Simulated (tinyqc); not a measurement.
Current gain against temperature: heavy doping: gap narrowing, degeneracy and the minority density.

F_j(eta) = (1/Gamma(j + 1)) integral_0^infinity x^j dx/(1 + exp(x - eta)), which tends to exp(eta) for eta << 0.

Empirical narrowing (Slotboom form, constants chosen for the exercise; published fits of this form give the apparent narrowing, here it is taken as the true one): dEg = E0 [ln(N/N0) + sqrt(ln(N/N0)^2 + C)].

Majority: N = Nc F_1/2(eta), eta the distance of EF beyond the majority band edge in kT. Degeneracy factor gam = F_1/2(eta)/exp(eta). ni0^2 = Nc Nv exp(-Eg/kT); product n p = ni0^2 gam exp(dEg/kT), dEg the true narrowing; apparent narrowing dEa = dEg + kT ln gam; minority density = n p/N.

Bipolar transistor with N as emitter doping: beta = K (N/NB) exp((dEa_B + dG - dEa_E)/kT), dEa_E = dEg(N) + kT ln gam, dEa_B = dEg(NB). For the sweep in T, Nc is scaled as (T/T0)^(3/2) from its value at T0 = T.

Constants: kB = 8.617333262e-05 eV/K.

Parameters, chosen for this exercise (gap and densities of states near those of Si at this temperature; narrowing constants near the fits for Si; not measured data): Eg = 1.109 eV (gap); Nc = 4.28e+19 1/cm^3 (conduction-band density of states); Nv = 1.89e+19 1/cm^3 (valence-band density of states); T = 400 K; E0 = 6.41 meV (narrowing scale); N0 = 1.2e+17 1/cm^3 (onset density); C = 0.5 (smoothing constant); N = 2.5e+19 1/cm^3 (ionised donors, equal to the majority density); NB = 3e+17 1/cm^3 (base doping); K = 2.5 (ratio (D_B W_E)/(D_E W_B)); dG = 80 meV (extra narrowing of the base by alloying).

Gain:

| T (K) | beta | beta with dG = 0 | without narrowing |
|---|---|---|---|
| 150 | 3.32e+03 | 6.81 | 208 |
| 200 | 1.53e+03 | 14.8 | 208 |
| 250 | 982 | 24.0 | 208 |
| 300 | 737 | 33.4 | 208 |
| 350 | 604 | 42.5 | 208 |
| 450 | 466 | 59.2 | 208 |

Give the missing row, T (K) = 400.

Computed row:
```
T (K)  beta  beta with dG = 0  without narrowing
400     521              51.2                208
```

dEa_B + dG - dEa_E at T0 = 31.6 meV

beta is 3.32e+03 at 150 K and 466 at 450 K, since the net exponent is positive: the gap is narrower in the base. At 300 K narrowing and degeneracy change the gain by a factor 0.16 and alloying the base by 22.1.

Run: tinyqc, `OMP_NUM_THREADS=1 python tinyqc.py 1680729 1680730 out.jsonl`; Intel(R) Xeon(R) Processor @ 2.30GHz, one thread, shared host; about 0.01 s of CPU time with all checks.
